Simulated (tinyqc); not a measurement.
Ferroelectric switching, Landau-Khalatnikov equation: one step of the calculation.

One domain: rho dP/dt = E - (2 al P + 4 be P^3), with al = -3 sqrt(3) Ec/(4 Pr), be = 3 sqrt(3) Ec/(8 Pr^3), so that the static loop has remanence Pr and coercive field Ec. With P in uC/cm^2, E in kV/cm, rho in ohm m and t in ns, dP/dt = [E - 2 al P - 4 be P^3]/(100 rho).

Task. Landau coefficients and time scales. al = -3 sqrt(3) Ec/(4 Pr), be = 3 sqrt(3) Ec/(8 Pr^3). Relaxation time at remanence tau = 100 rho/(-4 al); final state: the largest root Pf of 2 al P + 4 be P^3 = Em; relaxation time there 100 rho/(2 al + 12 be Pf^2).

Values chosen for this exercise; remanent polarisation and coercive field close to those of lead zirconate titanate films:
- Pr = 24 uC/cm^2 (remanent polarisation)
- Ec = 68 kV/cm (static coercive field)
- rho = 2.2 ohm m (viscosity of the polarisation)
- Em = 190 kV/cm (field amplitude)

Find: al; be; tau; Pf; relaxation time at Pf.

Result.

al = -3.681 kV cm/uC
be = 0.003195 kV cm^5/uC^3
tau = 14.94 ns
Pf = 32.21 uC/cm^2
relaxation time at Pf = 6.786 ns

Program tinyqc, `OMP_NUM_THREADS=1 python tinyqc.py 2860060 2860061 out.jsonl`; Intel Xeon 2.30GHz, shared host, one thread, about 0.08 s.
